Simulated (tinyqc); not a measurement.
Moment against band filling: Stoner model of a band ferromagnet.

Density of states per atom and spin: triangular, D(e) = (4 M/W^2) (W/2 - |e|). Levels e -/+ I m/2 for up and down spin, m = n_up - n_down, n_up + n_down = nd. At zero temperature e(N) is the energy below which N states lie, and E(m) = sum over spins of integral e D de - I m^2/4.

Inputs chosen for the exercise: W = 3.6 eV (band width, e from -W/2 to W/2); M = 5 (states per atom and spin); I = 0.93 eV (Stoner parameter).

Rigid band, I fixed: a Slater-Pauling curve.

Results:

| nd | I D(EF) | m (muB) | m_max |
|---|---|---|---|
| 3.0 | 2.001 | 3.000 | 3.0 |
| 4.0 | 2.311 | 4.000 | 4.0 |
| 5.0 | 2.583 | 5.000 | 5.0 |
| 6.0 | 2.311 | 4.000 | 4.0 |
| 6.5 | 2.161 | 3.500 | 3.5 |
| 7.0 | 2.001 | 3.000 | 3.0 |
| 7.5 | 1.827 | 2.500 | 2.5 |
| 8.0 | 1.634 | 2.000 | 2.0 |
| 8.5 | 1.415 | 1.500 | 1.5 |
| 9.0 | 1.155 | 0.867 | 1.0 |
| 9.5 | 0.817 | 0.000 | 0.5 |

What does the comparison show?

Magnetic fillings among those listed: 3.0, 4.0, 5.0, 6.0, 6.5, 7.0, 7.5, 8.0, 8.5 and 9.0; the largest moment is 5.00 at nd = 5. At 3.0, 4.0, 5.0, 6.0, 6.5, 7.0, 7.5, 8.0 and 8.5 the moment is saturated and follows m_max, changing by one per electron.

tinyqc: `OMP_NUM_THREADS=1 python tinyqc.py 1681194 1681195 out.jsonl`; about 0.3 s, one thread, shared Intel(R) Xeon(R) Processor @ 2.30GHz.
